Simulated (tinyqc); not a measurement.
# Superjunction drift layer against a plain one, charge balance: effects of single changes

Alternating n and p pillars of equal width wp, doping N and length Lp. When depleted, the lateral field peaks at Ex = q N wp/(2 eps0 eps_r) at the pillar junctions and a uniform vertical field Ey is added; breakdown is taken where Ex^2 + Ey^2 = Ef^2. Only the n pillars conduct, narrowed by the zero-bias depletion. A first-order model: the field peaks at the pillar ends are left out.

Values chosen for this exercise; values close to those of silicon:
- eps_r = 11.9 (relative permittivity of the semiconductor)
- E16 = 0.4 MV/cm (critical field at a doping of 1e16 cm^-3)
- mx = 1380 cm^2/(V s) (mobility at low doping)
- mi = 90.1 cm^2/(V s) (mobility at high doping)
- Nr = 1.3e17 cm^-3 (reference doping of the mobility)
- BV = 460 V (wanted breakdown voltage)
- wp = 3 um (width of each pillar)
- Ef = 0.3 MV/cm (critical field inside the pillars)
- a = 0.63 (lateral peak field as a share of Ef)
- Vb = 0.8 V (built-in voltage of the pillar junctions)
- dl = 2.2 % (charge imbalance (Nn - Np)/N)

Constants: q = 1.602176634e-19 C, eps0 = 8.8541878128e-14 F/cm where lengths are in cm. Results are converted to the units shown.

Each table varies one quantity; the others keep the values above.

## Effect of the wanted breakdown voltage

Ec(N) = E16 (N/1e16 cm^-3)^(1/8), mu(N) = mi + (mx - mi)/(1 + (N/Nr)^0.9). Plain drift layer for BV: N solves BV = eps0 eps_r Ec(N)^2/(2 q N), W = 2 BV/Ec, Rsp = W/(q mu N). Ex = a Ef gives N = 2 eps0 eps_r a Ef/(q wp); Ey = Ef sqrt(1 - a^2); Lp = BV/Ey; xd = sqrt(eps0 eps_r Vb/(q N)) on each side; Rsp = 2 Lp/(q mu(N) N (1 - 2 xd/wp)). An imbalance dl leaves the mean net doping |dl| N/2, which tilts the vertical field by s = q |dl| N/(2 eps0 eps_r): BV(dl) = Ey Lp - s Lp^2/2, or Ey^2/(2 s) if the field reaches zero inside the pillar.

The same in every row: N (cm^-3) = 8.286e15.

Effect of the wanted breakdown voltage:
```
BV (V),Lp (um),"Rsp, pillars (mohm cm^2)","Rsp, plain (mohm cm^2)",BV(dl) (V)
75,3.219,0.4553,0.3061,74.28
110,4.721,0.6678,0.7808,108.5
170,7.297,1.032,2.284,166.3
260,11.16,1.578,6.548,251.4
390,16.74,2.368,17.95,370.6
590,25.32,3.582,50.36,545.6
890,38.20,5.403,140.5,788.9
1400,60.09,8.500,435.4,1150
```

As BV goes from 75 to 1400 V, Rsp of the pillars rises from 0.455 to 8.50 mohm cm^2 and BV with the imbalance rises from 74.3 to 1150 V. Rsp goes as BV^(1.00) for the pillars and BV^(2.48) for the plain layer; the pillars win in 7 of the 8 rows. For BV = 75 to 170 V the aspect ratio Lp/wp is under 3, where a pillar model without end effects fails.

## Effect of the charge imbalance (Nn - Np)/N

Same model as above.

The same in every row: N (cm^-3) = 8.286e15; Lp (um) = 19.74; Rsp, pillars (mohm cm^2) = 2.793; Rsp, plain (mohm cm^2) = 27.08.

Effect of the charge imbalance (Nn - Np)/N:
```
dl (%),BV(dl) (V)
0,460.0
1,447.7
2,435.4
4,410.9
6,386.3
9,349.5
13,300.4
20,215.4
```

As dl goes from 0 to 20 %, Rsp of the pillars stays at 2.79 mohm cm^2 and BV with the imbalance falls from 460 to 215 V. The loss is linear in |dl| while the field reaches through the pillar; it passes 10 % at |dl| = 3.75 %.

## Effect of the lateral peak field as a share of Ef

Same model as above.

The same in every row: Rsp, plain (mohm cm^2) = 27.080.

Results:
```
a,N (cm^-3),Lp (um),"Rsp, pillars (mohm cm^2)",BV(dl) (V)
0.3,3.9458e15,16.074,5.0659,451.47
0.39,5.1296e15,16.652,3.9232,448.10
0.48,6.3133e15,17.478,3.2908,443.87
0.66,8.6808e15,20.410,2.7514,429.76
0.75,9.8645e15,23.182,2.7417,415.66
0.84,1.1048e16,28.260,2.9809,386.21
0.93,1.2232e16,41.717,3.9757,281.97
```

Estimate the missing row, a = 0.57.

Computed row:
```
a,N (cm^-3),Lp (um),"Rsp, pillars (mohm cm^2)",BV(dl) (V)
0.57,7.4970e15,18.662,2.9297,438.16
```

With this row back in the table: As a goes from 0.3 to 0.93, Rsp of the pillars goes from 5.07 through a minimum of 2.74 (at a = 0.75 among the rows listed) to 3.98 mohm cm^2 and BV with the imbalance falls from 451 to 282 V. With constant mobility and no depleted edge the minimum of Rsp lies at a = 0.707; a smaller a gives up a little resistance for tolerance.

tinyqc, about 0.01 s, one thread, Intel Xeon 2.30GHz (shared host): `OMP_NUM_THREADS=1 python tinyqc.py 2590029 2590030 out.jsonl`
